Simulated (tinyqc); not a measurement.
Landau levels of a parabolic two-dimensional band, step by step. Values are carried at full precision from step to step, so a last printed digit may differ when a step is redone from the rounded ones.

In a field B along z: l = 1/sqrt((e/hbar) B) is the magnetic length, n_B = B/(h/e) the number of states per area in one level, hbar wc = 2 muB B/m for mass m in m0; 1/angstrom^2 = 1e16/cm^2.

Constants: e/hbar = 1.519267448e-05 1/(T angstrom^2); h/e = 413566.7697 T angstrom^2; hbar^2/2m0 = 3.80998211 eV angstrom^2; muB = 5.788381798e-05 eV/T; e^2/h = 3.874045865e-05 S.

Parameters, chosen for this exercise (near those of a two-dimensional electron gas in InGaAs; shifted at random, so the results belong to these values and not to a real crystal):
- B = 6.7 T (magnetic field)
- n = 4.2 x 1e11/cm^2 (electron sheet density)
- m = 0.0432 m0 (mass)
- gs = -4.36 (g factor)
- gv = 1 (valleys)

## Scales set by the field

Give l, n_B and the filling factor nu = n/n_B.

l = 99.12 angstrom
n_B = 1.6201 x 1e11/cm^2
nu = 2.593

## The lowest levels

E(N, s) = (N + 1/2) hbar wc + s gs muB B with s = +/-1/2.

List the eight lowest, in meV, with the gap to the next.

Levels:
```
label  E (meV)  gap above (meV)
0+       8.132            1.691
0-       9.823           16.264
1+      26.087            1.691
1-      27.778           16.264
2+      44.041            1.691
2-      45.732           16.264
3+      61.996            1.691
3-      63.687           16.264
```

The largest of these gaps, 16.26 meV, first occurs above level 0- and is kB T at 189 K.

## Where EF lies

Each listed level takes n_B electrons. At zero temperature and without broadening EF sits in the partly filled level.

Fill the listed levels in order up to nu; give the partly filled level, its energy and its filled share.

level: 1+

EF = 26.087 meV
filled share = 0.593

## Fields of the Hall plateaus

A plateau is centred where nu = n/n_B equals 1, 2, 3, 4, 5, 6; there rho_xy = h/(nu e^2).

Plateaus:
```
nu   B (T)  1/B (1/T)  rho_xy (kohm)
1   17.370     0.0576        25.8128
2    8.685     0.1151        12.9064
3    5.790     0.1727         8.6043
4    4.342     0.2303         6.4532
5    3.474     0.2879         5.1626
6    2.895     0.3454         4.3021
```

These counts hold wherever the levels are resolved.

## Checks

- Level spacing from finite differences in the Landau gauge against hbar wc, meV: 17.94 against 17.95.

Program tinyqc; command `OMP_NUM_THREADS=1 python tinyqc.py 1282425 1282426 out.jsonl`; about 0.01 s on one thread of a shared Intel(R) Xeon(R) Processor @ 2.30GHz.
